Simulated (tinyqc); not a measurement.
The square root of alpha at three temperatures: phonon-assisted absorption at an indirect gap.

alpha(E) = sum_j A_j [N_j (E - Eg + w_j)^2 + (N_j + 1)(E - Eg - w_j)^2], each bracket counted only where its base is positive; N_j = 1/(exp(w_j/kB T) - 1). The first term absorbs a phonon and the second emits one; excitons and direct transitions are left out.

Constants: kB = 8.617333262e-05 eV/K.

Values chosen for the exercise (out of a larger set: loosely those of Si at room temperature; Eg is not tied to T; not measured data): Eg = 1.142 eV (indirect gap, held fixed unless listed); w = (56.4, 17.8) meV (two zone-edge phonons); A = (2700, 680) 1/(cm eV^2) (their strengths).

The gap is held fixed, so only the phonon occupations change.

sqrt(alpha) (1/cm^(1/2)):

| E - Eg (eV) | 4 K | 150 K | 600 K |
|---|---|---|---|
| -0.04 | 0.000 | 0.097 | 0.606 |
| -0.02 | 0.000 | 0.215 | 1.345 |
| 0.00 | 0.000 | 0.428 | 2.207 |
| 0.02 | 0.057 | 0.732 | 3.217 |
| 0.04 | 0.579 | 1.240 | 4.401 |
| 0.07 | 1.534 | 2.304 | 6.457 |
| 0.10 | 3.119 | 3.922 | 8.937 |
| 0.15 | 5.961 | 6.914 | 13.461 |
| 0.20 | 8.846 | 9.988 | 18.156 |
| 0.30 | 14.642 | 16.196 | 27.709 |
| 0.45 | 23.352 | 25.548 | 42.171 |
| 0.60 | 32.068 | 34.914 | 56.682 |

What can be read from this table?

Below the gap only phonon absorption acts: at E - Eg = -0.02 eV sqrt(alpha) is 0.000, 0.215 and 1.345 at 4, 150 and 600 K. A straight line through the last two rows meets the axis at E - Eg = +0.0481, +0.0408 and +0.0141 eV: the intercept is roughly a weighted mean of the thresholds, not the gap, and it moves from the emission side towards Eg as the occupations grow. At the last row alpha grows by a factor 3.12 from the lowest to the highest temperature at fixed gap.

tinyqc: `OMP_NUM_THREADS=1 python tinyqc.py 1681204 1681205 out.jsonl`; about 0.01 s, one thread, shared Intel(R) Xeon(R) Processor @ 2.30GHz.
